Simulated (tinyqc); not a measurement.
Armchair graphene nanoribbon in tight binding: one step. Levels at k. Three cases, with inputs chosen for the exercise.

Question. Diagonalise H.

Give: levels.

Case 1.

H(k) (eV):
```
                     A1                   A2                   A3                   A4                   A5
A1                    0                    0                    0                    0                    0
A2                    0                    0                    0                    0                    0
A3                    0                    0                    0                    0                    0
A4                    0                    0                    0                    0                    0
A5                    0                    0                    0                    0                    0
B1  -3.271227+0.964313i  -2.909851-0.419959i                    0                    0                    0
B2  -2.909851-0.419959i  -2.820024+0.831304i  -2.909851-0.419959i                    0                    0
B3                    0  -2.909851-0.419959i  -2.820024+0.831304i  -2.909851-0.419959i                    0
B4                    0                    0  -2.909851-0.419959i  -2.820024+0.831304i  -2.909851-0.419959i
B5                    0                    0                    0  -2.909851-0.419959i  -3.271227+0.964313i

                     B1                   B2                   B3                   B4                   B5
A1  -3.271227-0.964313i  -2.909851+0.419959i                    0                    0                    0
A2  -2.909851+0.419959i  -2.820024-0.831304i  -2.909851+0.419959i                    0                    0
A3                    0  -2.909851+0.419959i  -2.820024-0.831304i  -2.909851+0.419959i                    0
A4                    0                    0  -2.909851+0.419959i  -2.820024-0.831304i  -2.909851+0.419959i
A5                    0                    0                    0  -2.909851+0.419959i  -3.271227-0.964313i
B1                    0                    0                    0                    0                    0
B2                    0                    0                    0                    0                    0
B3                    0                    0                    0                    0                    0
B4                    0                    0                    0                    0                    0
B5                    0                    0                    0                    0                    0
```

Answer.

levels (eV): -7.9423  -5.9855  -3.2595  -2.6599  -1.3172  1.3172  2.6599  3.2595  5.9855  7.9423

Case 2.

H(k) (eV):
```
                     A1                   A2                   A3                   A4                   A5
A1                    0                    0                    0                    0                    0
A2                    0                    0                    0                    0                    0
A3                    0                    0                    0                    0                    0
A4                    0                    0                    0                    0                    0
A5                    0                    0                    0                    0                    0
A6                    0                    0                    0                    0                    0
B1  -3.231774+0.324259i  -2.896376-0.144940i                    0                    0                    0
B2  -2.896376-0.144940i  -2.885512+0.289517i  -2.896376-0.144940i                    0                    0
B3                    0  -2.896376-0.144940i  -2.885512+0.289517i  -2.896376-0.144940i                    0
B4                    0                    0  -2.896376-0.144940i  -2.885512+0.289517i  -2.896376-0.144940i
B5                    0                    0                    0  -2.896376-0.144940i  -2.885512+0.289517i
B6                    0                    0                    0                    0  -2.896376-0.144940i

                     A6                   B1                   B2                   B3                   B4
A1                    0  -3.231774-0.324259i  -2.896376+0.144940i                    0                    0
A2                    0  -2.896376+0.144940i  -2.885512-0.289517i  -2.896376+0.144940i                    0
A3                    0                    0  -2.896376+0.144940i  -2.885512-0.289517i  -2.896376+0.144940i
A4                    0                    0                    0  -2.896376+0.144940i  -2.885512-0.289517i
A5                    0                    0                    0                    0  -2.896376+0.144940i
A6                    0                    0                    0                    0                    0
B1                    0                    0                    0                    0                    0
B2                    0                    0                    0                    0                    0
B3                    0                    0                    0                    0                    0
B4                    0                    0                    0                    0                    0
B5  -2.896376-0.144940i                    0                    0                    0                    0
B6  -3.231774+0.324259i                    0                    0                    0                    0

                     B5                   B6
A1                    0                    0
A2                    0                    0
A3                    0                    0
A4  -2.896376+0.144940i                    0
A5  -2.885512-0.289517i  -2.896376+0.144940i
A6  -2.896376+0.144940i  -3.231774-0.324259i
B1                    0                    0
B2                    0                    0
B3                    0                    0
B4                    0                    0
B5                    0                    0
B6                    0                    0
```

Answer.

levels (eV): -8.1444  -6.6246  -4.3722  -2.3645  -1.8198  -0.7770  0.7770  1.8198  2.3645  4.3722  6.6246  8.1444

Case 3.

H(k) (eV):
```
                     A1                   A2                   A3                   A4                   B1
A1                    0                    0                    0                    0  -2.877722-1.473873i
A2                    0                    0                    0                    0  -2.663622+0.642430i
A3                    0                    0                    0                    0                    0
A4                    0                    0                    0                    0                    0
B1  -2.877722+1.473873i  -2.663622-0.642430i                    0                    0                    0
B2  -2.663622-0.642430i  -2.438747+1.249045i  -2.663622-0.642430i                    0                    0
B3                    0  -2.663622-0.642430i  -2.438747+1.249045i  -2.663622-0.642430i                    0
B4                    0                    0  -2.663622-0.642430i  -2.877722+1.473873i                    0

                     B2                   B3                   B4
A1  -2.663622+0.642430i                    0                    0
A2  -2.438747-1.249045i  -2.663622+0.642430i                    0
A3  -2.663622+0.642430i  -2.438747-1.249045i  -2.663622+0.642430i
A4                    0  -2.663622+0.642430i  -2.877722-1.473873i
B1                    0                    0                    0
B2                    0                    0                    0
B3                    0                    0                    0
B4                    0                    0                    0
```

Answer.

levels (eV): -6.8855  -4.5374  -2.9171  -2.1121  2.1121  2.9171  4.5374  6.8855

The levels come in pairs +E, -E because only A-B bonds occur.

Computed by tinyqc, one run a case: `OMP_NUM_THREADS=1 python tinyqc.py N N+1 out.jsonl` with N = 1451466, 1451494, 1451889; one thread of a shared Intel(R) Xeon(R) Processor @ 2.30GHz, about 0.04 s a run at most.
